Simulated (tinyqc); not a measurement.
## Gate work function from the charge

Inverse problem. For an undoped double gate, Q = 8 eps0 eps_r Vt beta tan(beta)/ts with 0 < beta < pi/2, and at the source (Vg - dphi)/(2 Vt) - ln[(2/ts) sqrt(2 eps0 eps_r Vt/(q ni))] = ln(beta) - ln(cos beta) + 2 r beta tan(beta), r = eps_r tox/(eox ts). Find beta and dphi.

Parameters, values chosen for the exercise; material values those of a made-up semiconductor:
- T = 300 K (temperature)
- eps_r = 12.5 (relative permittivity of the semiconductor)
- eox = 21.6 (relative permittivity of the gate insulator)
- tox = 8.2 nm (insulator thickness)
- ts = 5 nm (body thickness)
- Vg = 1.63 V (gate voltage)

Constants: q = 1.602176634e-19 C, kB = 1.380649e-23 J/K, Vt = kB T/q, eps0 = 8.8541878128e-14 F/cm where lengths are in cm. Results are converted to the units shown.

Qs = 3882.0566 nC/cm^2
ni = 2.3751263e5 cm^-3

Solution. beta tan(beta) rises from 0 without bound on the interval, so the charge fixes beta; the second relation is then explicit in dphi. At this charge the surface density passes 0.3 Nc, so the classical Boltzmann model is only formal.

beta = 1.406
dphi = -0.1100 V

tinyqc, about 0.03 s, one thread, Intel Xeon 2.30GHz (shared host): `OMP_NUM_THREADS=1 python tinyqc.py 2440112 2440113 out.jsonl`
